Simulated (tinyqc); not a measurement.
# Frequency dispersion of an accumulation capacitance by border traps, distributed model: what changes with what

Traps spread evenly through the insulator exchange electrons with the semiconductor by tunnelling, with tau(x) = t0 exp(2 ka x) at depth x from the interface. The admittance per area Y seen at depth x obeys dY/dx = -Y^2/(i w eps0 eox) + q Nb ln(1 + i w tau)/tau, with Y(0) = i w Cs and w = 2 pi f; the gate sees Y(tox) = G + i w C. Working variable y = Y/(i w), in uF/cm^2. Cox = eps0 eox/tox.

Values chosen for this exercise; permittivity close to that of aluminium oxide:

| symbol | value | unit | meaning |
|---|---|---|---|
| eox | 8.29 |  | relative permittivity of the insulator |
| tox | 3.3 | nm | insulator thickness |
| Cs | 4 | uF/cm^2 | semiconductor capacitance in accumulation |
| Nb | 4.6e18 | cm^-3 eV^-1 | density of border traps |
| ka | 6.4 | 1/nm | decay constant of the wave function in the insulator |
| t0 | 8e-11 | s | time constant of a trap at the interface |
| f | 100 | Hz | frequency |

Constants: q = 1.602176634e-19 C, eps0 = 8.8541878128e-14 F/cm where lengths are in cm. Results are converted to the units shown.

Each table varies one quantity; the others keep the values above.

## Capacitance and loss against frequency

Cox; trap-free value 1/(1/Cox + 1/Cs); response depth d = ln(1/(w t0))/(2 ka), where w tau = 1; lumped estimate: all traps within d act as C_bt = q Nb d placed at d/2, so C = 1/{1/[1/(1/Cs + d/(2 eps0 eox)) + C_bt] + (tox - d/2)/(eps0 eox)}. C and G from a fine integration; dispersion -d C/d log10 f over C, from f times and over 1.1. For a broad spread of time constants G/w is close to -(pi/2) dC/d ln w.

The same in every row: trap-free C (uF/cm^2) = 1.429.

Results:
```
f (Hz),d (nm),C (uF/cm^2),G/w (uF/cm^2),dispersion (% a decade),-(pi/2) dC/d ln w (uF/cm^2),lumped C (uF/cm^2)
10,1.493,1.460,0.003901,0.3913,0.003897,1.457
100,1.313,1.455,0.003504,0.3527,0.003500,1.452
1000,1.133,1.450,0.003129,0.3160,0.003125,1.447
10000,0.9532,1.446,0.002776,0.2812,0.002773,1.443
1e5,0.7733,1.442,0.002445,0.2482,0.002441,1.440
1e7,0.4135,1.435,0.001844,0.1881,0.001842,1.434
```

Estimate the missing row, f = 1e6 Hz.

Computed row:
```
f (Hz),d (nm),C (uF/cm^2),G/w (uF/cm^2),dispersion (% a decade),-(pi/2) dC/d ln w (uF/cm^2),lumped C (uF/cm^2)
1e6,0.5934,1.438,0.002134,0.2172,0.002131,1.437
```

With this row back in the table: C falls from 1.460 to 1.435 uF/cm^2, towards the trap-free 1.429; each decade of frequency removes ln 10/(2 ka) = 0.180 nm from the response depth. The dispersion falls from 0.391 to 0.188 % a decade and G/w falls from 0.00390 to 0.00184 uF/cm^2. G/w stays at 1.00 times -(pi/2) dC/d ln w, the relation for a broad spread of time constants.

## Effect of the density of border traps

Same model as above.

The same in every row: d (nm) = 1.313; trap-free C (uF/cm^2) = 1.429.

Effect of the density of border traps:
```
Nb (cm^-3 eV^-1),C (uF/cm^2),G/w (uF/cm^2),dispersion (% a decade),-(pi/2) dC/d ln w (uF/cm^2),lumped C (uF/cm^2)
1e18,1.435,7.741e-4,0.07900,7.734e-4,1.434
2e18,1.440,0.001541,0.1567,0.001540,1.439
6e18,1.462,0.004542,0.4548,0.004537,1.458
1e19,1.483,0.007437,0.7341,0.007429,1.477
3e19,1.583,0.02050,1.897,0.02048,1.563
7e19,1.751,0.04111,3.437,0.04104,1.705
2e20,2.124,0.08019,5.521,0.07998,2.000
4e20,2.445,0.1080,6.453,0.1076,2.231
```

What does the comparison show?

As Nb goes from 1e18 to 4e20, C rises from 1.43 to 2.44 uF/cm^2, the dispersion rises from 0.0790 to 6.45 % a decade and G/w rises from 7.74e-4 to 0.108 uF/cm^2. The lumped estimate is 0.043 % below C in the first row and 8.7 % below it in the last. The dispersion goes as Nb^(0.99) between the first two rows and Nb^(0.23) between the last two: dense traps near the interface screen those behind them.

Program tinyqc, `OMP_NUM_THREADS=1 python tinyqc.py 2202102 2202103 out.jsonl`; Intel Xeon 2.30GHz, shared host, one thread, about 0.3 s.
